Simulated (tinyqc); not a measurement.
# Series resistance and mobility from two gate lengths

Problem. At small Vds the total resistance times width is 2 Rs + L/(mu Q), with the same mu and Q at both lengths. Find mu and Rs.

total resistance at L = 20 and 250 nm (ohm um): 651.51515  2393.9394
Q = 1.1 uC/cm^2

Solution. The slope against L is 1/(mu Q), and the intercept at L = 0 is 2 Rs.

mu = 120.0 cm^2/(V s)
Rs = 250.0 ohm um

Computed by the program tinyqc: `OMP_NUM_THREADS=1 python tinyqc.py 2380145 2380146 out.jsonl`, one thread of a shared Intel Xeon 2.30GHz, about 0.02 s for the whole run.
